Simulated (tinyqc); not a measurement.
One-electron ion in a basis of Gaussians, step by step. Computed by tinyqc, a small Python program that keeps every step. Settings: Z = 5, l = 0. Command: `OMP_NUM_THREADS=1 python tinyqc.py 27024 27025 out.jsonl` (the two numbers bound the seeds that draw the settings). One thread of a shared host (Intel(R) Xeon(R) Processor @ 2.60GHz), about 0.01 s of CPU time with the checks.

## Matrices over normalised Gaussians

exponents of r^l exp(-a r^2) (1/bohr^2): 3.709000  14.210000  54.410000  208.400000  798.100000  3056.000000

Z = 5

l = 0

With p = a_i + a_j and I(k) = Gamma((k+1)/2) / (2 p^((k+1)/2)): S = I(2l+2), T = (2l+3) a_i a_j S / p, V = -Z I(2l+1), each divided by sqrt(S_ii S_jj).

S, lower triangle:
```
          1         2         3         4         5         6
1  1.000000
2  0.729395  1.000000
3  0.341798  0.729581  1.000000
4  0.134222  0.341859  0.729482  1.000000
5  0.049995  0.134261  0.341820  0.729526  1.000000
6  0.018358  0.050015  0.134259  0.341884  0.729573  1.000000
```

T (hartree), lower triangle:
```
          1          2          3           4            5            6
1  5.563500
2  6.436072  21.315000
3  3.560477  24.661351  81.615000
4  1.467368  13.643168  94.421371  312.600000
5  0.553718   5.623435  52.234279  361.662179  1197.150000
6  0.204025   2.122287  21.531698  200.100046  1385.088289  4584.000000
```

V (hartree), lower triangle:
```
            1           2           3            4            5            6
1  -15.366271
2  -17.419852  -30.077179
3  -14.701227  -34.097611  -58.854466
4  -11.028765  -28.776915  -66.720686  -115.183141
5   -7.987019  -21.589212  -56.308324  -130.578762  -225.407684
6   -5.729247  -15.635528  -42.245113  -110.205936  -255.537754  -441.079361
```

## Generalised eigenproblem

H = T + V (hartree), lower triangle:
```
            1           2           3           4            5            6
1   -9.802771
2  -10.983780   -8.762179
3  -11.140751   -9.436259   22.760534
4   -9.561397  -15.133747   27.700686  197.416859
5   -7.433301  -15.965777   -4.074045  231.083417   971.742316
6   -5.525222  -13.513241  -20.713415   89.894110  1129.550535  4142.920639
```

Solve H C = S C e through S^(-1/2); each column has its largest component positive (the first on a tie).

eigenvalues of S: 0.049911  0.131530  0.342709  0.819754  1.725278  2.930817

eigenvalues (hartree): -12.483392  5.826793  78.965655  402.449895  1743.100395  7352.135242

coefficients:
```
          1          2          3          4          5          6
1  0.608321  -1.342714  -0.661692  -0.279544   0.125109   0.057208
2  0.394626   1.355789   1.784193   0.905680  -0.405880  -0.183747
3  0.100977  -0.015312  -1.736694  -1.831244   0.939932   0.423731
4  0.020930   0.051841   0.156315   1.843388  -1.789199  -0.903104
5  0.003676  -0.001852  -0.051244  -0.218332   1.832725   1.670040
6  0.000980   0.002019   0.004246   0.042887  -0.184012  -1.635213
```

For Z = 5 and l = 0 the exact lowest level is -Z^2/(2 n^2) with n = l + 1: -12.500000 hartree.
